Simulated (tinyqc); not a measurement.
What moves the results: quantum-confined Stark effect in a modulator well. A value that a table varies takes the place of the one given here.

Envelopes on cells of 0.5 angstrom over the well |z| < L/2 and 45 angstrom of barrier on each side, psi = 0 beyond, psi'/m continuous (mean mass between points), c = hbar^2/2m0. The electron sees + e F z and the hole - e F z, each with its offset in the barriers; 1 kV/cm = 1e-5 eV/angstrom. Light holes, band mixing and escape by tunnelling are left out.

Exciton: in-plane function exp(-rho/lam), 1/mu = 1/me + 1/mp, E(lam) = c/(mu lam^2) - (q/eps) times the integral over k of Fm(k)(1 + (k lam/2)^2)^(-3/2), Fm(k) the double integral of psi_e^2 psi_h^2 exp(-k |z - z'|), q = e^2/(4 pi eps0); binding Eb = -E at the minimum. Line at Eg + E_e + E_h - Eb, strength proportional to overlap^2/lam^2.

Constants: hbar^2/2m0 = 3.80998211 eV angstrom^2; e^2/(4 pi eps0) = 14.39964547 eV angstrom; hc = 1239.841984 eV nm.

Inputs chosen for the exercise (near those of a Ge well in SiGe, direct gap; not measured data): L = 128 angstrom (well width); Vc = 0.359 eV (conduction offset); Vv = 0.106 eV (heavy-hole offset); me = 0.0406 m0 (electron, well); meb = 0.0552 m0 (electron, barrier); mh = 0.201 m0 (heavy hole along z, well); mhb = 0.228 m0 (heavy hole, barrier); Eg = 0.849 eV (gap of the well); mp = 0.07 m0 (heavy hole in the plane); eps = 15.3 (dielectric constant); Fs = (0, 12, 24, 37, 50, 65, 81) kV/cm (fields); Ls = (56, 74, 92, 112, 136, 164) angstrom (widths); F_L = 63 kV/cm (field for this table); F = 63 kV/cm (field).

## Raising the field

All quantities anew; shifts from zero field.

Results:

| F (kV/cm) | dE_e (meV) | dE_h (meV) | Eb (meV) | line shift (meV) | overlap^2 | relative strength |
|---|---|---|---|---|---|---|
| 0 | 0.00 | 0.00 | 3.83 | 0.00 | 0.998 | 1.000 |
| 12 | -0.13 | -0.52 | 3.81 | -0.62 | 0.965 | 0.955 |
| 24 | -0.52 | -2.00 | 3.73 | -2.42 | 0.879 | 0.843 |
| 37 | -1.24 | -4.52 | 3.63 | -5.55 | 0.758 | 0.693 |
| 50 | -2.25 | -7.79 | 3.51 | -9.72 | 0.636 | 0.551 |
| 65 | -3.77 | -12.29 | 3.39 | -15.61 | 0.509 | 0.415 |
| 81 | -5.80 | -17.74 | 3.27 | -22.97 | 0.396 | 0.304 |

The line shift grows with exponent 1.97 in F at low field and 1.75 at the end, as the carriers come up against opposite walls and the dipole begins to saturate. The hole gives 80 % of the level shift in the second row and 75 % in the last. The largest shift is 6.0 times the zero-field binding, yet 85 % of the binding survives, since the walls stop the field from pulling the pair apart. Half the strength is gone between 50 and 65 kV/cm.

## Width of the well

Zero-field line, its shift at F_L and the relative strength.

Results:

| L (angstrom) | line at F = 0 (nm) | Eb (meV) | shift (meV) | relative strength | shift x strength (meV) |
|---|---|---|---|---|---|
| 56 | 1272.2 | 4.39 | -2.07 | 0.951 | 1.97 |
| 74 | 1324.3 | 4.24 | -3.72 | 0.888 | 3.30 |
| 92 | 1358.6 | 4.09 | -6.33 | 0.772 | 4.89 |
| 112 | 1384.1 | 3.94 | -10.50 | 0.588 | 6.18 |
| 136 | 1404.4 | 3.78 | -17.19 | 0.358 | 6.16 |
| 164 | 1419.9 | 3.62 | -27.05 | 0.161 | 4.36 |

The shift grows with exponent 2.09 in L over the first two rows and 2.42 over the last two, against 4 for hard walls at second order; leakage lowers it in narrow wells and saturation in wide ones. The strength falls from 0.95 to 0.16, and the product of the two is largest at 112 angstrom.

## What each parameter does

Zero-field line, shift at F, overlap^2 and Eb at F. Each row changes one parameter from the base and keeps the others.

Results:

| case | line (nm) | shift (meV) | overlap^2 | Eb (meV) |
|---|---|---|---|---|
| base | 1398.6 | -14.77 | 0.524 | 3.41 |
| L = 118 angstrom | 1390.0 | -12.00 | 0.614 | 3.56 |
| F = 50 kV/cm | 1398.6 | -9.72 | 0.636 | 3.51 |
| Vc = 0.287 eV | 1401.3 | -15.16 | 0.513 | 3.38 |
| Vv = 0.133 eV | 1398.1 | -13.97 | 0.550 | 3.45 |
| me = 0.0467 m0 | 1403.2 | -14.83 | 0.510 | 3.60 |
| mh = 0.171 m0 | 1397.3 | -14.45 | 0.548 | 3.41 |
| eps = 13.8 | 1399.8 | -14.66 | 0.524 | 4.04 |

The largest shifts from the base row, up to three for each result and ties (the steps differ in size, so this ranks the rows, not the parameters). line (nm): L -8.6, me +4.6, Vc +2.7; unchanged at the printed digits by F. shift (meV): F +5.05, L +2.76, Vv +0.80. overlap^2: F +0.111, L +0.090, Vv +0.026; unchanged at the printed digits by eps. Eb (meV): eps +0.63, me +0.19, L +0.16; unchanged at the printed digits by mh.

tinyqc: `OMP_NUM_THREADS=1 python tinyqc.py 1281209 1281210 out.jsonl`; about 0.3 s, one thread, shared Intel(R) Xeon(R) Processor @ 2.30GHz.
